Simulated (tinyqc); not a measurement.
Energy and delay of logic against supply voltage: two steps of the calculation.

One expression serves below and above threshold: I(Vg) = Ik [ln(1 + exp((Vg - VT + dd V)/(al nf Vt)))]^al, with I_on = I(V) and I_off = I(0). Gate delay td = kd C V/I_on, clock period LD td. Per gate and cycle the switching energy is act C V^2 and the leakage energy I_off V LD td. No short-circuit current, no variation. Minima are sought above 0.09 V; below a few Vt gates no longer switch and the model has no meaning.

Inputs (values chosen for the exercise); values of the order met in logic technologies: temperature T = 358 K; threshold voltage at zero drain bias VT = 0.41 V; slope factor nf = 1.4; barrier lowering per volt of supply dd = 0.11; specific current of a gate Ik = 0.85 uA; exponent of the current law al = 1.48; load capacitance of a gate C = 2.8 fF; delay factor kd = 1.1; logic depth LD = 12; activity factor act = 0.01; supply voltage V = 0.88 V.

Constants: q = 1.602176634e-19 C, kB = 1.380649e-23 J/K, Vt = kB T/q. Results are converted to the units shown.

Task 1. Currents, delay and energies. I_on, I_off, td, clock frequency 1/(LD td), both energies and their sum.

Give: I_on; I_off; td; clock frequency; switching energy; leakage energy; energy.

Result 1.

I_on = 21.486 uA
I_off = 0.59934 nA
td = 126.15 ps
clock frequency = 0.66059 GHz
switching energy = 21.683 aJ
leakage energy = 0.79840 aJ
energy = 22.482 aJ

I_on/I_off = 35800; leakage makes up 3.55 % of the energy.

Task 2. New V. Minimum-energy supply: E(V) is the energy per gate and cycle; with h = 0.001 V, E' = (E(V + h) - E(V - h))/(2 h), E'' = (E(V - h) - 2 E(V) + E(V + h))/h^2, V(new) = V - E'/E''.

V at the start = 0.4 V

Give: E'; E''; V after iteration 1.

Result 2.

E' = 11.53 aJ/V
E'' = 228.1 aJ/V^2
V after iteration 1 = 0.3494 V

Numbers from tinyqc (`OMP_NUM_THREADS=1 python tinyqc.py 2082029 2082030 out.jsonl`; about 0.01 s on one thread of a shared Intel Xeon 2.30GHz).
